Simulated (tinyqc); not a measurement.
# Changing the wafer radius R

Model: thermal and gravitational stress in a wafer during furnace and rapid thermal processing, and the onset of slip. Computed by tinyqc, a small Python program. Command: `OMP_NUM_THREADS=1 python tinyqc.py 3001278 3001279 out.jsonl slip sweep`. One thread of a shared host (Intel(R) Xeon(R) Processor @ 2.30GHz), about 0.01 s of CPU time with the checks.

A thin free disc in plane stress, isotropic; T(r) = T_centre + dT (r/R)^n with n = 2. Stress is positive in tension; sigma_SB = 5.670374419e-8 W/(m^2 K^4), g = 9.80665 m/s^2.

Inputs (values chosen for the exercise, modelled on silicon):
```
quantity                              value        unit
thickness t                             775  micrometre
Young's modulus E                       143         GPa
Poisson ratio nu                       0.21           -
expansion alpha                        4.29      1e-6/K
temperature T                          1025           K
prefactor A of the critical stress  0.00054         MPa
energy U of the critical stress        1.03          eV
density rho                            2330      kg/m^3
heat capacity c                         974    J/(kg K)
conductivity k                         25.5     W/(m K)
wafer spacing s                          11          mm
ramp rate                               1.8       K/min
radius of the support ring over R      0.68           -
```

Constants: k_B = 8.617333262e-05 eV/K.

Method:
- Critical resolved stress tau_c = A exp(U/(k_B T)), a form chosen for the exercise; slip when 0.492799 |s_tt(R)| > tau_c; allowed |dT| = tau_c (n + 2)/(0.492799 n alpha E).
- In a stack heated from the rim, heat flows inward by conduction and by radiation between wafers: k_eff = k + (16/3) sigma_SB T^3 s^2/t (a diffusion estimate with the spacing as path length). A steady ramp gives the parabolic lag dT = rho c (ramp) R^2/(4 k_eff); the allowed ramp uses n = 2.
- Own weight q = rho g t on a ring of radius b R, x = r/R: moments of an edge-supported plate, M_r = q R^2 (3 + nu)(1 - x^2)/16 and M_t = q R^2 [(3 + nu) - (1 + 3 nu) x^2]/16, less the uniform moment inside the ring load, q R^2 [(1 - nu)(1 - b^2) - 2 (1 + nu) ln b]/8; stress at the lower face = 6 M/t^2.

One run for each value:
```
wafer radius R (mm)  allowed ramp rate (K/min)  lag of the centre (K)  stress at the centre (MPa)
50.0                                    1338.0                  0.557                     0.01365
62.5                                     856.4                  0.871                     0.02133
75.0                                     594.7                  1.254                     0.03072
100.0                                    334.5                  2.229                     0.05462
150.0                                    148.7                  5.016                     0.12289
225.0                                     66.1                 11.286                     0.27649
```

Over the rows, allowed ramp rate (K/min) falls from 1340 to 66.1 (exponent d ln y / d ln x about -2.0 throughout); lag of the centre (K) rises from 0.557 to 11.3 (exponent d ln y / d ln x about 2.0 throughout); stress at the centre (MPa) rises from 0.0137 to 0.276. The exponent of allowed ramp rate stays at -2: diffusion over the radius. The exponent of lag of the centre stays at 2: diffusion over the radius. The thickness is held fixed; lag and sag stress both grow as R^2, which is why larger wafers are thicker and ramped more slowly or heated singly.
